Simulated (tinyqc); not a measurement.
Threshold spread from leakage statistics.

Problem. VT is Gaussian with standard deviation s and Ioff goes as exp(-VT/(n Vt)), so Ioff is log-normal: mean/median = exp(w^2/2) with w = s/(n Vt). Find w, s, the relative standard deviation sqrt(exp(w^2) - 1) and the share of devices that leak more than the mean, erfc(w/(2 sqrt(2)))/2.

Inputs (values chosen for the exercise):
- T = 325 K (temperature)
- n = 1.38 (subthreshold factor)

Constants: q = 1.602176634e-19 C, kB = 1.380649e-23 J/K, Vt = kB T/q. Results are converted to the units shown.

mean/median of the off current = 1.1250523

Answer. w = sqrt(2 ln(mean/median)); the mean lies w/2 standard deviations out in ln Ioff.

w = 0.4854
s = 18.76 mV
relative standard deviation = 0.5155
share above the mean = 40.41 %

Program tinyqc, `OMP_NUM_THREADS=1 python tinyqc.py 2090142 2090143 out.jsonl`; Intel Xeon 2.30GHz, shared host, one thread, about 0.02 s.
